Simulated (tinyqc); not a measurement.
Transient enhanced diffusion after implantation: plus-n interstitials, dissolving clusters and loss to the surface: one step, computed by the program tinyqc.

The implant leaves n Q interstitials in clusters at depth R_p. While clusters last they hold the free interstitials at a supersaturation S = C_I/C_I*; interstitials drain to the surface, and the part f_I of the dopant diffusion that uses interstitials speeds up in proportion to S.

Problem. Duration and total effect at this temperature. The clusters last tau = n Q/J. If they dissolve fully at this T, the extra budget is (D/D* - 1) D* tau.

Inputs (values chosen for the exercise, modelled on indium in silicon): implant dose Q = 1.3e+14 1/cm^2; interstitials kept per ion n = 1; anneal (peak) temperature T = 850 C.

Anneal: isothermal.

flux J = 1.437735e+11 1/(cm^2 s)

enhancement D/D* = 182.8222

equilibrium diffusivity D* = 6.271227e-17 cm^2/s

Give: duration tau; extra budget if complete.

Solution.

duration tau = 904.2 s

extra budget if complete = 1.031e-11 cm^2
